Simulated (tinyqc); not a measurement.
Two-dimensional dopant profile at a mask edge: lateral junction, overlap and effective channel length. Changing the dose Q. Computed by tinyqc, a small Python program. Command: `OMP_NUM_THREADS=1 python tinyqc.py 3021904 3021905 out.jsonl lateral sweep`. One thread of a shared host (Intel(R) Xeon(R) Processor @ 2.30GHz), about 0.01 s of CPU time with the checks.

Ions enter for y < 0; the mask (spacer, then gate) covers y > 0. x is the depth. The surface reflects dopant during the anneal.

Inputs (values chosen for the exercise, modelled on a source-drain extension in silicon):

| quantity | value | unit |
|---|---|---|
| projected range R_p | 26 | nm |
| vertical straggle | 11 | nm |
| lateral straggle | 11 | nm |
| anneal budget D t | 1.9e-12 | cm^2 |
| channel doping C_B | 2.5e+18 | 1/cm^3 |
| gate length L_g | 320 | nm |
| offset spacer | 3.8 | nm |
| oxide thickness | 2 | nm |

Constants: eps_0 = 8.8541878128e-12 F/m.

Method:
- Widths s_x^2 = (vertical straggle)^2 + 2 D t, s_y^2 = (lateral straggle)^2 + 2 D t. C(x, y) = V(x) (1/2) erfc(y/(sqrt2 s_y)), V(x) = Q/(sqrt(2 pi) s_x) [exp(-(x - R_p)^2/(2 s_x^2)) + exp(-(x + R_p)^2/(2 s_x^2))]; 1 nm = 1e-7 cm.
- The vertical junction far from the mask solves V(x) = C_B.
- The lateral junction at depth x solves C = C_B: y_j(x) = sqrt2 s_y erfc^-1(2 C_B/V(x)). Overlap under the gate = y_j(0) - spacer; metallurgical channel L_met = L_g - 2 overlap (tails from the two sides are not added).
- Abruptness at y_j(0) in nm per decade = ln(10) s_y sqrt(pi/2) exp(u^2) erfc(u), u = y_j/(sqrt2 s_y). Overlap capacitance per width = 3.9 eps_0 overlap/t_ox (zero if there is no overlap).

One run for each value:

| dose Q (1/cm^2) | lateral junction y_j(0) (nm) | vertical junction x_j (nm) | lateral abruptness (nm/decade) | overlap capacitance (fF/um) |
|---|---|---|---|---|
| 6.90e+13 | 18.873 | 65.97 | 36.786 | 0.2603 |
| 1.60e+14 | 30.562 | 75.39 | 28.240 | 0.4621 |
| 3.60e+14 | 39.649 | 83.02 | 23.725 | 0.6190 |
| 8.30e+14 | 47.674 | 89.94 | 20.709 | 0.7575 |
| 1.90e+15 | 54.722 | 96.13 | 18.589 | 0.8792 |
| 4.40e+15 | 61.193 | 101.89 | 16.971 | 0.9909 |
| 1.00e+16 | 67.014 | 107.13 | 15.725 | 1.0914 |

Describe and explain the trends.

Over the rows, lateral junction y_j(0) (nm) rises from 18.9 to 67.0 (exponent d ln y / d ln x 0.57 between the first rows and 0.11 between the last); vertical junction x_j (nm) rises from 66.0 to 107 (exponent d ln y / d ln x 0.16 between the first rows and 0.061 between the last); lateral abruptness (nm/decade) falls from 36.8 to 15.7 (exponent d ln y / d ln x -0.31 between the first rows and -0.093 between the last). Where V(0) stays far above C_B, dose enters the junctions only through about the root of a logarithm. Left out: 3.00e13 (the surface is not inverted by the implant).

Caution (rows 4.40e15, 1.00e16): the peak exceeds usual solubilities, so part of the dose is inactive and diffusion is concentration dependent.

Extremes, crossings and ranges named in words are read from the listed rows.
